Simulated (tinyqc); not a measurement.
# Worked calculation: frequency dispersion of an accumulation capacitance by border traps, distributed model

Computed by the program tinyqc: `OMP_NUM_THREADS=1 python tinyqc.py 2202226 2202227 out.jsonl`, one thread of a shared Intel Xeon 2.30GHz, about 0.6 s for the whole run. Printed values are rounded.

Traps spread evenly through the insulator exchange electrons with the semiconductor by tunnelling, with tau(x) = t0 exp(2 ka x) at depth x from the interface. The admittance per area Y seen at depth x obeys dY/dx = -Y^2/(i w eps0 eox) + q Nb ln(1 + i w tau)/tau, with Y(0) = i w Cs and w = 2 pi f; the gate sees Y(tox) = G + i w C. Working variable y = Y/(i w), in uF/cm^2. Cox = eps0 eox/tox.

Values chosen for this exercise; permittivity close to that of aluminium oxide:
- eox = 8.86 (relative permittivity of the insulator)
- tox = 8.5 nm (insulator thickness)
- Cs = 3.6 uF/cm^2 (semiconductor capacitance in accumulation)
- Nb = 6.4e19 cm^-3 eV^-1 (density of border traps)
- ka = 5.7 1/nm (decay constant of the wave function in the insulator)
- t0 = 1e-11 s (time constant of a trap at the interface)
- f = 10000 Hz (frequency)
- xe = 1.7 nm (depth down to which the steps are taken)

Constants: q = 1.602176634e-19 C, eps0 = 8.8541878128e-14 F/cm where lengths are in cm. Results are converted to the units shown.

## Scales and lumped estimate

Cox; trap-free value 1/(1/Cox + 1/Cs); response depth d = ln(1/(w t0))/(2 ka), where w tau = 1; lumped estimate: all traps within d act as C_bt = q Nb d placed at d/2, so C = 1/{1/[1/(1/Cs + d/(2 eps0 eox)) + C_bt] + (tox - d/2)/(eps0 eox)}.

Cox = 0.922919 uF/cm^2
trap-free C = 0.734594 uF/cm^2
d = 1.25265 nm
C_bt = 1.28446 uF/cm^2
lumped C = 0.800812 uF/cm^2

The traps within reach amount to 0.357 Cs and lie in the first 14.7 % of the insulator.

## Midpoint steps through the active depth

In terms of y: dy/dx = -y^2/(eps0 eox) + s(x), s = q Nb ln(1 + z)/z, z = i w tau. 9 midpoint steps of h = xe/9: y_half = y + (h/2) y'(x, y), y(new) = y + h y'(x + h/2, y_half).

| point | x (nm) | s (uF/(cm^2 nm)) | y (uF/cm^2) |
|---|---|---|---|
| 0 | 0 | 1.02539+0.00000i | 3.60000+0.00000i |
| 1 | 0.188889 | 1.02539+0.00000i | 3.49181+0.00000i |
| 2 | 0.377778 | 1.02539-0.00002i | 3.40025+0.00000i |
| 3 | 0.566667 | 1.02539-0.00021i | 3.32244-0.00001i |
| 4 | 0.755556 | 1.02539-0.00177i | 3.25608-0.00012i |
| 5 | 0.944444 | 1.02509-0.01527i | 3.19928-0.00106i |
| 6 | 1.13333 | 1.00374-0.12741i | 3.15008-0.00913i |
| 7 | 1.32222 | 0.53162-0.41114i | 3.08090-0.06382i |
| 8 | 1.51111 | 0.08178-0.15877i | 2.90431-0.10577i |
| 9 | 1.7 | 0.00978-0.03189i | 2.71980-0.10437i |

## Capacitance and conductance at the gate

y at xe = 2.71980-0.10437i uF/cm^2

Beyond xe the traps are ignored, so 1/y(tox) = 1/y(xe) + (tox - xe)/(eps0 eox); C = Re y, G/w = -Im y, loss tangent G/(w C).

y at the gate = 0.810301-0.009252i uF/cm^2
C = 0.810301 uF/cm^2
G/w = 0.00925186 uF/cm^2
loss tangent = 0.0114178

A fine integration over the whole insulator gives C = 0.81050 and G/w = 0.009647 uF/cm^2; the coarse G/w is 4.1 % below that. The fine C is 10 % above the trap-free value, and the lumped estimate is 1.2 % below the fine result.
